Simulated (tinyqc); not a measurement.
Empirical pseudopotential in a few plane waves, step by step. One step of it, computed by the program tinyqc.

Problem. Levels at G. Diagonalise the Hermitian matrix.

H(k) at G (eV):
```
           +0+0+0     -1-1-1     -1-1+1     -1+1-1     -1+1+1     +1-1-1     +1-1+1     +1+1-1
+0+0+0   0.000000   2.020342  -2.020342  -2.020342  -2.020342  -2.020342  -2.020342  -2.020342
-1-1-1   2.020342  12.246910   0.000000   0.000000  -0.802736   0.000000  -0.802736  -0.802736
-1-1+1  -2.020342   0.000000  12.246910   0.802736   0.000000   0.802736   0.000000   0.000000
-1+1-1  -2.020342   0.000000   0.802736  12.246910   0.000000   0.802736   0.000000   0.000000
-1+1+1  -2.020342  -0.802736   0.000000   0.000000  12.246910   0.000000   0.802736   0.802736
+1-1-1  -2.020342   0.000000   0.802736   0.802736   0.000000  12.246910   0.000000   0.000000
+1-1+1  -2.020342  -0.802736   0.000000   0.000000   0.802736   0.000000  12.246910   0.802736
+1+1-1  -2.020342  -0.802736   0.000000   0.000000   0.802736   0.000000   0.802736  12.246910
+1+1+1   2.020342   0.000000  -0.802736  -0.802736   0.000000  -0.802736   0.000000   0.000000
-2+0+0   0.000000  -2.020342  -2.020342  -2.020342   2.020342   0.615723  -0.615723  -0.615723
+0-2+0   0.000000  -2.020342  -2.020342   0.615723  -0.615723  -2.020342   2.020342  -0.615723
+0+0-2   0.000000  -2.020342   0.615723  -2.020342  -0.615723  -2.020342  -0.615723   2.020342
+0+0+2   0.000000  -0.615723   2.020342  -0.615723  -2.020342  -0.615723  -2.020342   0.615723
+0+2+0   0.000000  -0.615723  -0.615723   2.020342  -2.020342  -0.615723   0.615723  -2.020342
+2+0+0   0.000000  -0.615723  -0.615723  -0.615723   0.615723   2.020342  -2.020342  -2.020342

           +1+1+1     -2+0+0     +0-2+0     +0+0-2     +0+0+2     +0+2+0     +2+0+0
+0+0+0   2.020342   0.000000   0.000000   0.000000   0.000000   0.000000   0.000000
-1-1-1   0.000000  -2.020342  -2.020342  -2.020342  -0.615723  -0.615723  -0.615723
-1-1+1  -0.802736  -2.020342  -2.020342   0.615723   2.020342  -0.615723  -0.615723
-1+1-1  -0.802736  -2.020342   0.615723  -2.020342  -0.615723   2.020342  -0.615723
-1+1+1   0.000000   2.020342  -0.615723  -0.615723  -2.020342  -2.020342   0.615723
+1-1-1  -0.802736   0.615723  -2.020342  -2.020342  -0.615723  -0.615723   2.020342
+1-1+1   0.000000  -0.615723   2.020342  -0.615723  -2.020342   0.615723  -2.020342
+1+1-1   0.000000  -0.615723  -0.615723   2.020342   0.615723  -2.020342  -2.020342
+1+1+1  12.246910  -0.615723  -0.615723  -0.615723  -2.020342  -2.020342  -2.020342
-2+0+0  -0.615723  16.329214   0.802736   0.802736  -0.802736  -0.802736   0.000000
+0-2+0  -0.615723   0.802736  16.329214   0.802736  -0.802736   0.000000  -0.802736
+0+0-2  -0.615723   0.802736   0.802736  16.329214   0.000000  -0.802736  -0.802736
+0+0+2  -2.020342  -0.802736  -0.802736   0.000000  16.329214   0.802736   0.802736
+0+2+0  -2.020342  -0.802736   0.000000  -0.802736   0.802736  16.329214   0.802736
+2+0+0  -2.020342   0.000000  -0.802736  -0.802736   0.802736   0.802736  16.329214
```

Give: eigenvalues.

Solution.

eigenvalues (eV): -1.9648  8.0762  8.0762  8.0762  11.4442  11.4442  11.4442  11.6533  14.7237  14.7237  16.6199  19.6971  19.6971  19.6971  22.5420
